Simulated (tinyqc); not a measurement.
## Permittivity and interface capacitance from two thicknesses

Problem. 1/C = t/(eps0 ek) + 2/ci for planar capacitors that differ only in thickness. Find ek, ci and the EOT of the interfaces, 2 x 3.9 eps0/ci.

Constants: eps0 = 8.8541878128e-14 F/cm where lengths are in cm. Results are converted to the units shown.

C at t = 5.7 and 17 nm (uF/cm^2): 1.1592241  0.38928095

Answer. 1/C is a straight line in t: the slope gives ek and the intercept 2/ci. A single thickness would give only the effective permittivity; when the interfaces are a small part of 1/C, ci needs very accurate data.

ek = 7.480
ci = 1000 uF/cm^2
EOT of the interfaces = 0.006906 nm

Numbers from tinyqc (`OMP_NUM_THREADS=1 python tinyqc.py 2102187 2102188 out.jsonl`; about 0.01 s on one thread of a shared Intel Xeon 2.30GHz).
